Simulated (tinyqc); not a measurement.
Worked calculation: sp3 tight binding, zinc-blende lattice. Computed by tinyqc, a small Python program that keeps every step. Command: `OMP_NUM_THREADS=1 python tinyqc.py 25113 25114 out.jsonl` (the two numbers bound the seeds that draw the settings). One thread of a shared host (Intel(R) Xeon(R) Processor @ 2.60GHz), about 0.01 s of CPU time with the checks.

## Bloch Hamiltonian at k

Parameters chosen for this model: zinc-blende lattice, anion at 0, cation at a/4 (1,1,1); V = eta hbar^2 / (m d^2), hbar^2/m = 7.619964 eV angstrom^2:
```
parameter          value      unit
a               4.110000  angstrom
d               1.779682  angstrom
Es anion      -15.590000        eV
Ep anion       -6.830000        eV
Es cation     -15.590000        eV
Ep cation      -6.830000        eV
eta ss         -1.320000
eta sp          1.420000
eta pp sigma    2.220000
eta pp pi      -0.630000
V ss           -3.175718        eV
V sp            3.416303        eV
V pp sigma      5.340980        eV
V pp pi        -1.515684        eV
```

k point k (2 pi / a): -0.350000  -0.670000  -0.770000

Slater-Koster rules over the four bonds with direction cosines (l, m, n): ss V_ss; s-px l V_sp; px-s -l V_sp; px-px l^2 V_pps + (1 - l^2) V_ppp; px-py l m (V_pps - V_ppp); each times exp(i k.d).

H(k) at k (eV), lower triangle (Hermitian):
```
                      a s                 a px                 a py                 a pz
a s            -15.590000
a px             0.000000            -6.830000
a py             0.000000             0.000000            -6.830000
a pz             0.000000             0.000000             0.000000            -6.830000
c s   -1.896853+5.393124i   5.466066-0.721949i   1.910584-2.065454i   1.265712-3.117789i
c px  -5.466066+0.721949i   0.459843-1.307424i  -1.466665+3.612789i  -2.213920+2.393379i
c py  -1.910584+2.065454i  -1.466665+3.612789i   0.459843-1.307424i  -6.333894+0.836571i
c pz  -1.265712+3.117789i  -2.213920+2.393379i  -6.333894+0.836571i   0.459843-1.307424i

             c s       c px       c py       c pz
c s   -15.590000
c px    0.000000  -6.830000
c py    0.000000   0.000000  -6.830000
c pz    0.000000   0.000000   0.000000  -6.830000
```

## Levels at k

Diagonalise the Hermitian matrix.

eigenvalues (eV): -23.750935  -18.055020  -14.346173  -13.846152  -3.520897  -1.433916  0.380069  2.413024

weights |c|^2 of the basis functions:
```
        band 1    band 2    band 3    band 4    band 5    band 6    band 7    band 8
a s   0.442871  0.186993  0.036070  0.019923  0.253906  0.039230  0.001176  0.019831
a px  0.041670  0.087951  0.110229  0.139031  0.151631  0.347747  0.003523  0.118218
a py  0.008429  0.105200  0.093763  0.275007  0.021081  0.035081  0.278614  0.182824
a pz  0.007030  0.119855  0.259938  0.066039  0.073382  0.077942  0.216687  0.179127
c s   0.442871  0.186993  0.036070  0.019923  0.253906  0.039230  0.001176  0.019831
c px  0.041670  0.087951  0.110229  0.139031  0.151631  0.347747  0.003523  0.118218
c py  0.008429  0.105200  0.093763  0.275007  0.021081  0.035081  0.278614  0.182824
c pz  0.007030  0.119855  0.259938  0.066039  0.073382  0.077942  0.216687  0.179127
```

## Bloch Hamiltonian at G

k point G (2 pi / a): 0  0  0

As before.

H(k) at G (eV), lower triangle:
```
             a s       a px       a py       a pz         c s       c px       c py       c pz
a s   -15.590000
a px    0.000000  -6.830000
a py    0.000000   0.000000  -6.830000
a pz    0.000000   0.000000   0.000000  -6.830000
c s   -12.702872   0.000000   0.000000   0.000000  -15.590000
c px    0.000000   3.079484   0.000000   0.000000    0.000000  -6.830000
c py    0.000000   0.000000   3.079484   0.000000    0.000000   0.000000  -6.830000
c pz    0.000000   0.000000   0.000000   3.079484    0.000000   0.000000   0.000000  -6.830000
```

## Levels at G

As before.

eigenvalues (eV): -28.292872  -9.909484  -9.909484  -9.909484  -3.750516  -3.750516  -3.750516  -2.887128

## Bands along a path

The same steps at evenly spaced points between the labelled ones.

Bands along the path (eV):
```
k             band 1      band 2      band 3      band 4     band 5     band 6     band 7     band 8
L         -23.838345  -19.145013  -12.940851  -12.940851  -4.526028  -0.719149  -0.719149   2.669386
L-G 0.25  -24.946399  -17.640466  -12.597374  -12.597374  -4.313264  -1.062626  -1.062626   2.060129
L-G 0.50  -26.641300  -14.741255  -11.668684  -11.668684  -3.815245  -1.991316  -1.991316   0.357800
L-G 0.75  -27.858574  -11.653578  -10.512814  -10.512814  -3.384657  -3.147186  -3.147186  -1.943192
G         -28.292872   -9.909484   -9.909484   -9.909484  -3.750516  -3.750516  -3.750516  -2.887128
G-X 0.25  -27.710144  -11.339376  -11.339376  -10.958226  -3.600707  -2.570923  -2.320624  -2.320624
G-X 0.50  -26.028279  -13.651414  -13.651414  -13.513998  -3.196484  -2.101239  -0.008586  -0.008586
G-X 0.75  -23.438254  -16.783519  -15.358125  -15.358125  -2.664457  -1.953770   1.698125   1.698125
X         -20.233879  -20.233879  -15.972219  -15.972219  -2.186121  -2.186121   2.312219   2.312219
X-W 0.25  -20.233879  -20.233879  -15.972219  -15.972219  -2.186121  -2.186121   2.312219   2.312219
X-W 0.50  -20.233879  -20.233879  -15.972219  -15.972219  -2.186121  -2.186121   2.312219   2.312219
X-W 0.75  -20.233879  -20.233879  -15.972219  -15.972219  -2.186121  -2.186121   2.312219   2.312219
W         -20.233879  -20.233879  -15.972219  -15.972219  -2.186121  -2.186121   2.312219   2.312219
```

With 4 band(s) filled, the highest filled level on these points lies at G and the lowest empty one at L: a gap of 5.3835 eV, indirect.
